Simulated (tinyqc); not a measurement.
# Index ratio and exit index from two stacks

Inverse problem. A quarter-wave stack has T0 = 4 y/(1 + y)^2 with y = (ns/n0)(nH/nL)^(2 N), and y > 1 here. Find nH/nL and ns/n0.

T0 for N = 4 and 6 pairs (%): [0.2556726361, 0.007931555415]

Answer. sqrt(1 - T0) = |1 - y|/(1 + y) gives y for each stack; two more pairs multiply y by (nH/nL)^4.

nH/nL = 2.384
ns/n0 = 1.500

Computed by the program tinyqc: `OMP_NUM_THREADS=1 python tinyqc.py 2650115 2650116 out.jsonl`, one thread of a shared Intel Xeon 2.30GHz, about 0.01 s for the whole run.
